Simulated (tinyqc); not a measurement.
# Changing the background doping N_B (opposite type)

Model: sheet resistance and Hall data of a diffused or implanted layer. Computed by tinyqc, a small Python program. Command: `OMP_NUM_THREADS=1 python tinyqc.py 3004156 3004157 out.jsonl layer sweep`. One thread of a shared host (Intel(R) Xeon(R) Processor @ 2.30GHz), about 0.01 s of CPU time with the checks.

Carriers are taken equal to the net active doping down to the junction (full ionisation, which deep dopants in wide-gap hosts do not reach; no spill-over, no depletion), and the Hall factor is 1.

Inputs (values chosen for the exercise, modelled on boron in silicon):

| quantity | value | unit |
|---|---|---|
| mu_min | 46.7 | cm^2/(V s) |
| mu_max | 479 | cm^2/(V s) |
| N_ref | 2.1e+17 | 1/cm^3 |
| exponent alpha | 0.73 | - |
| peak concentration N_0 | 6.3e+18 | 1/cm^3 |
| length scale l | 200 | nm |

Profile: complementary error function. Activation: complete.

Constants: e = 1.602176634e-19 C.

Method:
- N(x) = N_0 erfc(x/l), dose N_0 l/sqrt(pi), junction x_j = l erfc^-1(N_B/N_0).
- Mobility mu = mu_min + (mu_max - mu_min)/(1 + (N_t/N_ref)^alpha), N_t = active doping + N_B; carriers n = active doping - N_B, all dopants active.
- Integrals from x_0 (0 unless stated) to x_j by the midpoint rule on 400 even intervals: 1/R_s = e int n mu dx; sheet density n_s = int n dx; Hall sheet density (int n mu dx)^2/int n mu^2 dx; Hall mobility int n mu^2 dx/int n mu dx.
- Mean conductivity 1/(R_s x_j); mean mobility 1/(e n_s R_s).

One run for each value:

| background doping N_B (opposite type) (1/cm^3) | sheet resistance R_s (ohm) | junction depth x_j (nm) | mean conductivity 1/(R_s x_j) (S/cm) | mean mobility (cm^2/(V s)) |
|---|---|---|---|---|
| 1.00e+14 | 823.0 | 610.40 | 19.905 | 106.69 |
| 3.50e+14 | 823.5 | 570.06 | 21.301 | 106.65 |
| 1.20e+15 | 825.0 | 527.69 | 22.969 | 106.52 |
| 4.20e+15 | 829.6 | 481.25 | 25.047 | 106.16 |
| 1.50e+16 | 843.4 | 429.65 | 27.596 | 105.14 |
| 5.20e+16 | 881.5 | 373.56 | 30.367 | 102.74 |
| 1.80e+17 | 987.4 | 309.62 | 32.710 | 97.83 |
| 6.30e+17 | 1323.9 | 232.62 | 32.472 | 89.44 |

Over the rows, sheet resistance R_s (ohm) rises from 823 to 1320 (exponent d ln y / d ln x 4.8e-4 between the first rows and 0.23 between the last); junction depth x_j (nm) falls from 610 to 233 (exponent d ln y / d ln x -0.055 between the first rows and -0.23 between the last); mean conductivity 1/(R_s x_j) (S/cm) goes from 19.9 through a maximum among these rows, 32.7 at 1.80e17, to 32.5. x_j shrinks by a factor 2.62 and R_s grows by 1.61; over the first half of the table x_j shrinks by 1.42 and R_s grows by 1.02: the tail carries little current.

Extremes, crossings and ranges named in words are read from the listed rows.
